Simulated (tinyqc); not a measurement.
Composition of the layer: band edges of strained Si(1-x)Ge(x) on relaxed Si(1-y)Ge(y).

Values are linear in the Ge fraction but for ED(x) = linear - CD x (1 - x) and a(x) = linear - Ca x (1 - x). Energies are on the common scale of Ev.

Coherent growth on a (111) face: e_par = (a(y) - a(x))/a(x), e_perp = -(2 C11 + 4 C12 - 4 C44)/(C11 + 2 C12 + 4 C44) e_par; exx = eyy = ezz = (2 e_par + e_perp)/3 and exy = eyz = ezx = (e_perp - e_par)/3.

A valley with unit axis u lies at Ev + gap + (av + a_valley) tr(e) + Xu (u.e.u - tr(e)/3); the Delta axes are x, y, z and the L axes [111], [1-1-1], [-11-1], [-1-11]. The second-order shift of the Delta valleys under shear is left out; it lowers the pair normal to the sheared plane by tens of meV at a shear of 1 %.

Valence edges: Ev plus the levels of the 6 x 6 matrix of X, Y, Z times spin with -Dso/3 + l exx + m (eyy + ezz) on the diagonal (cyclic), n exy off it, l = av + 2 b, m = av - b, n = sqrt(3) d. Spin-orbit term (Dso/3) L.sigma on X, Y, Z with (L_k)_ij = -i epsilon_kij: <X+|H|Y+> = -i Dso/3, <X+|H|Z-> = Dso/3, <Y+|H|Z-> = -i Dso/3, <Z+|H|X-> = -Dso/3, <Z+|H|Y-> = i Dso/3, <X-|H|Y-> = i Dso/3, and their conjugates; + and - are the spin along z.

Parameters, chosen for this exercise (end members near Si and Ge, in this order; shifted at random, so the results belong to these values and not to a real crystal):
```
symbol  value           unit      meaning
a       (5.438, 5.659)  angstrom  lattice constant
Dso     (0.045, 0.29)   eV        spin-orbit splitting
av      (2.45, 1.22)    eV        valence hydrostatic potential
b       (-2.09, -2.56)  eV        tetragonal shear potential
d       (-4.79, -5.29)  eV        trigonal shear potential
C11     (167.7, 129.4)  GPa
C12     (63.9, 48.9)    GPa
C44     (80, 67.8)      GPa
Ev      (0, 0.63)       eV        top of the unstrained valence band
ED      (1.16, 0.913)   eV        gap to the Delta valleys
EL      (2.012, 0.73)   eV        gap to the L valleys
aD      (1.78, 1.32)    eV        hydrostatic potential of the Delta gap
aL      (-3.03, -3.04)  eV        hydrostatic potential of the L gap
XuD     (9.41, 9.72)    eV        uniaxial potential, Delta
XuL     (15.75, 15.11)  eV        uniaxial potential, L
CD      0.204           eV        bowing of the Delta gap
Ca      0               angstrom  bowing of the lattice constant
face    111                       growth face
y       0.11                      Ge fraction of the relaxed buffer
```

The buffer is kept. dEc = Ec(buffer) - Ec(layer), dEv = Ev(layer) - Ev(buffer); buffer edges Ev(y) and Ev(y) + min(ED, EL). The digit behind Delta or L counts whole valleys.

Results:
```
x     e_par (%)  lowest valleys  gap (eV)  next valleys above (meV)  valence splitting (meV)  dEc (eV)  dEv (eV)
0.00       0.45          Delta6     1.146                       751                       44    -0.007    -0.026
0.19      -0.32          Delta6     1.060                       695                       22     0.001     0.052
0.28      -0.68          Delta6     1.004                       620                       40    -0.003     0.112
0.38      -1.08          Delta6     0.947                       533                       57    -0.014     0.180
0.47      -1.44          Delta6     0.899                       452                       71    -0.029     0.243
0.57      -1.83          Delta6     0.850                       357                       85    -0.051     0.314
0.66      -2.18          Delta6     0.810                       269                       98    -0.076     0.379
```

Give the missing row, x = 0.09.

Computed row:
```
x     e_par (%)  lowest valleys  gap (eV)  next valleys above (meV)  valence splitting (meV)  dEc (eV)  dEv (eV)
0.09       0.08          Delta6     1.120                       757                        7    -0.001    -0.006
```

The gap is 1.146 eV in the first row and 0.810 eV in the last. The lowest valleys are Delta6 throughout. Per 0.1 of x the valence offset moves by +61 meV on average; the conduction offset lies between -76 and +1 meV, not monotonically. Both carriers sit on one side for x = 0.00, 0.09 and 0.19, and on opposite sides elsewhere. Offsets below about 30 meV are within the spread of parameter sets, so those rows do not settle the type. Strains above 2 % can be kept only in layers of a few nanometres.

Program tinyqc; command `OMP_NUM_THREADS=1 python tinyqc.py 1080830 1080831 out.jsonl`; about 0.02 s on one thread of a shared Intel(R) Xeon(R) Processor @ 2.30GHz.
